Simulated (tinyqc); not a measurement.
# Phonon and roughness prefactors from two fields

Inverse problem. At 300 K and high field 1/mu = E^(1/3)/Ap + E^gs/As, E in MV/cm. Find Ap and As.

Inputs (values chosen for the exercise):
```
symbol  value  unit                         meaning
gs          2        exponent of the roughness term
```

mu at E = 0.51 and 1.12 MV/cm (cm^2/(V s)): [517.69264, 307.71532]

Answer. Two linear equations in 1/Ap and 1/As.

Ap = 464 cm^2/(V s)
As = 1.24e3 cm^2/(V s)

Program tinyqc, `OMP_NUM_THREADS=1 python tinyqc.py 2510010 2510011 out.jsonl`; Intel Xeon 2.30GHz, shared host, one thread, about 0.01 s.
